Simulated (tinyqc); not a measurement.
Band bending at a free surface with a continuum of surface states, surface photovoltage and Kelvin probe: course of the iteration.

n-type bulk, xi = Ec - EF = Vt ln(Nc/Nd), p0 = ni^2/Nd, ni = sqrt(Nc Nv) exp(-Eg/(2 Vt)), Eg in volts. b is the upward band bending, u = b/Vt. Space charge per area, in units of q: Qc = sign(b) sqrt((2 eps0 eps_r Vt/q) [(Nd + dn)(exp(-u) - 1) + Nd u + (p0 + dn)(exp(u) - 1)]), with dn the excess density under light (flat quasi-Fermi levels; 0 in the dark). The states hold -Ds (E0 - xi - b): negative while the Fermi level lies above the neutrality level. Neutrality: Qc + Qf + (charge of the states) = 0.

Fixed-point step: b(new) = E0 - xi - (Qc(b) + Qf)/Ds.

Stop when b changes by less than 1e-10 V, or after 40 iterations.

Parameters, values chosen for the exercise; band and dielectric values those of a made-up semiconductor:
- T = 300 K (temperature)
- Eg = 1.19 eV (band gap)
- eps_r = 13.7 (relative permittivity)
- Nc = 2.6e19 cm^-3 (conduction-band density of states at T)
- Nv = 2.03e19 cm^-3 (valence-band density of states at T)
- Nd = 7.9e15 cm^-3 (donor density)
- Qf = 3e11 cm^-2 (fixed positive charge at the surface)
- Ds = 2.5e12 cm^-2 eV^-1 (density of surface states)
- E0 = 0.54 eV (depth of their neutrality level below the conduction edge)

Constants: q = 1.602176634e-19 C, kB = 1.380649e-23 J/K, Vt = kB T/q, eps0 = 8.8541878128e-14 F/cm where lengths are in cm. Results are converted to the units shown.

b at the start = 0.26 V

Course of the iteration:

| iteration | b (V) | change (V) |
|---|---|---|
| 1 | 0.143681 | 0.116 |
| 2 | 0.163116 | 0.0194 |
| 3 | 0.159360 | 3.76e-3 |
| 4 | 0.160065 | 7.05e-4 |
| 5 | 0.159932 | 1.33e-4 |
| 6 | 0.159957 | 2.50e-5 |
| 7 | 0.159952 | 4.72e-6 |
| 8 | 0.159953 | 8.90e-7 |
| 9 | 0.159953 | 1.68e-7 |
| 10 | 0.159953 | 3.16e-8 |
| 11 | 0.159953 | 5.96e-9 |
| 12 | 0.159953 | 1.12e-9 |
| 13 | 0.159953 | 2.12e-10 |
| 14 | 0.159953 | 3.99e-11 |

Did this iteration meet its convergence test, and what does its course show?

Yes. Converged in 14 iterations. The step multiplies the error by -(dQc/db)/Ds = -0.19.

tinyqc, about 0.01 s, one thread, Intel Xeon 2.30GHz (shared host): `OMP_NUM_THREADS=1 python tinyqc.py 2430080 2430081 out.jsonl`
